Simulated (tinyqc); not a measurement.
Strain-driven roughening and islands of a mismatched epitaxial film: one step, computed by the program tinyqc.

Film and substrate share isotropic elastic constants; the film is coherent and biaxially strained.

Question. Asaro-Tiller-Grinfeld instability. A ripple A cos(k x) has the surface chemical potential per volume [gamma k^2 - 2 (1 + nu) w k] A cos(k x), so k_c = 2 (1 + nu) w/gamma. With surface diffusion the amplitude grows at the rate q = B k^2 [2 (1 + nu) w k - gamma k^2], fastest at k_m = (3/4) k_c. B is the surface mobility.

Inputs (values chosen for the exercise, modelled on GaN on AlN): Poisson ratio nu = 0.21; surface energy gamma = 1.79 J/m^2; surface mobility D_s nu_s Omega^2/(k_B T) = 8.1e-33 m^6/(J s).

Transport: surface diffusion.

energy density w = 194.5567 MJ/m^3

Give: k_c; critical wavelength; fastest wavelength; growth time 1/q at k_m.

Answer.

k_c = 0.26303 1/nm

critical wavelength = 23.888 nm

fastest wavelength = 31.850 nm

growth time 1/q at k_m = 0.13662 s
